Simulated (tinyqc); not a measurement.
# Frequency dispersion of an accumulation capacitance by border traps, distributed model: effects of single changes

Traps spread evenly through the insulator exchange electrons with the semiconductor by tunnelling, with tau(x) = t0 exp(2 ka x) at depth x from the interface. The admittance per area Y seen at depth x obeys dY/dx = -Y^2/(i w eps0 eox) + q Nb ln(1 + i w tau)/tau, with Y(0) = i w Cs and w = 2 pi f; the gate sees Y(tox) = G + i w C. Working variable y = Y/(i w), in uF/cm^2. Cox = eps0 eox/tox.

Inputs (values chosen for the exercise); permittivity close to that of hafnium oxide:
```
symbol   value         unit                                               meaning
eox       18.9                             relative permittivity of the insulator
tox        9.4           nm                                   insulator thickness
Cs         7.9      uF/cm^2             semiconductor capacitance in accumulation
Nb      1.1e19  cm^-3 eV^-1                               density of border traps
ka         3.1         1/nm  decay constant of the wave function in the insulator
t0       1e-10            s              time constant of a trap at the interface
f        10000           Hz                                             frequency
```

Constants: q = 1.602176634e-19 C, eps0 = 8.8541878128e-14 F/cm where lengths are in cm. Results are converted to the units shown.

Each table varies one quantity; the others keep the values above.

## Capacitance and loss against frequency

Cox; trap-free value 1/(1/Cox + 1/Cs); response depth d = ln(1/(w t0))/(2 ka), where w tau = 1; lumped estimate: all traps within d act as C_bt = q Nb d placed at d/2, so C = 1/{1/[1/(1/Cs + d/(2 eps0 eox)) + C_bt] + (tox - d/2)/(eps0 eox)}. C and G from a fine integration; dispersion -d C/d log10 f over C, from f times and over 1.1. For a broad spread of time constants G/w is close to -(pi/2) dC/d ln w.

The same in every row: trap-free C (uF/cm^2) = 1.453.

Capacitance and loss against frequency:
```
f (Hz)  d (nm)  C (uF/cm^2)  G/w (uF/cm^2)  dispersion (% a decade)  -(pi/2) dC/d ln w (uF/cm^2)  lumped C (uF/cm^2)
10       3.046        1.512       0.008702                   0.8425                     0.008691               1.503
100      2.675        1.500       0.007602                   0.7418                     0.007591               1.493
1000     2.303        1.490       0.006572                   0.6456                     0.006561               1.484
10000    1.932        1.481       0.005612                   0.5545                     0.005602               1.476
1e5      1.560        1.473       0.004722                   0.4688                     0.004711               1.470
1e6      1.189        1.467       0.003902                   0.3888                     0.003891               1.464
1e7     0.8177        1.462       0.003151                   0.3151                     0.003142               1.460
```

C falls from 1.512 to 1.462 uF/cm^2, towards the trap-free 1.453; each decade of frequency removes ln 10/(2 ka) = 0.371 nm from the response depth. The dispersion falls from 0.843 to 0.315 % a decade and G/w falls from 0.00870 to 0.00315 uF/cm^2. G/w stays at 1.00 times -(pi/2) dC/d ln w, the relation for a broad spread of time constants.

## Effect of the decay constant of the wave function in the insulator

Same model as above.

The same in every row: trap-free C (uF/cm^2) = 1.453.

Effect of the decay constant of the wave function in the insulator:
```
ka (1/nm)  d (nm)  C (uF/cm^2)  G/w (uF/cm^2)  dispersion (% a decade)  -(pi/2) dC/d ln w (uF/cm^2)  lumped C (uF/cm^2)
2.5         2.396        1.493       0.008611                   0.8432                     0.008591               1.486
3.2         1.872        1.479       0.005278                   0.5220                     0.005269               1.475
3.9         1.536        1.472       0.003639                   0.3618                     0.003634               1.469
4.6         1.302        1.468       0.002705                   0.2698                     0.002701               1.466
5.3         1.130        1.465       0.002117                   0.2116                     0.002115               1.463
6          0.9981        1.463       0.001721                   0.1723                     0.001719               1.462
6.7        0.8939        1.462       0.001439                   0.1442                     0.001438               1.461
7.4        0.8093        1.460       0.001230                   0.1234                     0.001229               1.460
```

Read the table: what changes, and by how much?

As ka goes from 2.5 to 7.4, C falls from 1.49 to 1.46 uF/cm^2, the dispersion falls from 0.843 to 0.123 % a decade and G/w falls from 0.00861 to 0.00123 uF/cm^2. The lumped estimate is 0.50 % below C in the first row and 0.059 % below it in the last.

Program tinyqc, `OMP_NUM_THREADS=1 python tinyqc.py 2202042 2202043 out.jsonl`; Intel Xeon 2.30GHz, shared host, one thread, about 0.5 s.
